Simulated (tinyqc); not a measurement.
Heisenberg magnet: exchange from energy differences, ordering vector, linear spin waves and ordering temperature: one step, computed by the program tinyqc. Command: `OMP_NUM_THREADS=1 python tinyqc.py 3007729 3007730 out.jsonl magnon walk`. One thread of a shared host (Intel(R) Xeon(R) Processor @ 2.30GHz), about 0.1 s of CPU time with the checks.

H = -sum over pairs <ij> J_ij S_i.S_j - K sum_i (S_i^z)^2, each pair once, J > 0 ferromagnetic. First neighbours: 12 at a (0.5, 0.5, 0), second: 6 at a (1, 0, 0), with all permutations and signs.

Task: Energies of ordered states. J(q) = J1 g1(q) + J2 g2(q), g_s(q) = sum over shell s of cos(q.R). A classical spiral or collinear state of wave vector Q has the exchange energy -(S^2/2) J(Q) per site.

Inputs (values chosen for the exercise, for a model magnet): exchange J1 = 0.223 meV; exchange J2 = -0.02 meV; spin S = 2.5.

Lattice: fcc.

Give: States, Q in 2 pi/a.

Result:

States, Q in 2 pi/a:

| Q | g1 | g2 | energy (meV/site) |
|---|---|---|---|
| G (0, 0, 0) | 12 | 6 | -7.9875 |
| X (1, 0, 0) | -4 | 6 | 3.1625 |
| L (0.5, 0.5, 0.5) | 0 | -6 | -0.3750 |
| W (1, 0.5, 0) | -4 | 2 | 2.9125 |

The lowest of these is G (0, 0, 0), 7.612 meV per site below L (0.5, 0.5, 0.5).
